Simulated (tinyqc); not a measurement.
## Segment and feed resistance from two drops

Inverse problem. A rail is fed at one end through Rq; K loads of Ij follow, each after a segment Rs. The drop at load j is K Ij Rq + Rs Ij sum_(l=1..j) (K - l + 1). Find Rs, Rq and the worst drop, at the middle, if the rail were fed through Rq at both ends: K Ij Rq/2 + Rs Ij K^2/8 with the load taken as continuous.

Parameters, values chosen for the exercise:

| symbol | value | unit | meaning |
|---|---|---|---|
| K | 14 |  | number of equal loads |
| Ij | 2 | mA | current of each load |

drops at the first and at the last load (mV): 7  32.48

Solution. The difference of the two drops is Rs Ij K (K - 1)/2, which gives Rs; the first drop then gives Rq.

Rs = 0.1400 ohm
Rq = 0.1100 ohm
drop at the middle with two feeds = 8.400 mV

Program tinyqc, `OMP_NUM_THREADS=1 python tinyqc.py 2770134 2770135 out.jsonl`; Intel Xeon 2.30GHz, shared host, one thread, about 0.08 s.
